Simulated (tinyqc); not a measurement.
# Bulk resistivity and mean free path from two films

Question. In the thick-film limit single-crystal films obey rho = rho0 (1 + 3 (1 - ps) lam/(8 d)). Find rho0, lam and the product rho0 lam.

Parameters, values chosen for the exercise: specular share of surface scattering ps = 0.

rho at d = 74 and 250 nm (uohm cm): 2.0506250  1.8037850

Solution. rho is a straight line in 1/d: the intercept is rho0 and the slope (3/8)(1 - ps) rho0 lam. Without ps only the product (1 - ps) lam could be found.

rho0 = 1.700 uohm cm
lam = 40.70 nm
rho0 lam = 69.19 uohm cm nm

Program tinyqc, `OMP_NUM_THREADS=1 python tinyqc.py 2100017 2100018 out.jsonl`; Intel Xeon 2.30GHz, shared host, one thread, about 0.01 s.
